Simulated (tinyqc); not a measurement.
## Doping from two capacitances

Problem. An abrupt p-n junction obeys 1/C^2 = 2 (Vbi - V)/(q eps0 eps_r Ne), Ne = Na Nd/(Na + Nd), Vbi = Vt ln(Na Nd/ni^2), V the bias of the p side. Na is known to be the larger doping. Find Ne, Vbi, Na and Nd.

Parameters, values chosen for the exercise:
- T = 293 K (temperature)
- eps_r = 11.6 (relative permittivity)

Constants: q = 1.602176634e-19 C, kB = 1.380649e-23 J/K, Vt = kB T/q, eps0 = 8.8541878128e-14 F/cm where lengths are in cm. Results are converted to the units shown.

C at V = -0.5 and -5.4 V (nF/cm^2): [13.913235, 6.2129806]
ni = 9.0217997e9 cm^-3

Answer. The slope of 1/C^2 against -V gives Ne and its intercept Vbi. Then Na Nd = ni^2 exp(Vbi/Vt) and Na + Nd = Na Nd/Ne, so both are roots of one quadratic.

Ne = 2.871e15 cm^-3
Vbi = 0.7205 V
Na = 6.700e16 cm^-3
Nd = 3.000e15 cm^-3

Computed by the program tinyqc: `OMP_NUM_THREADS=1 python tinyqc.py 2000139 2000140 out.jsonl`, one thread of a shared Intel Xeon 2.30GHz, about 0.02 s for the whole run.
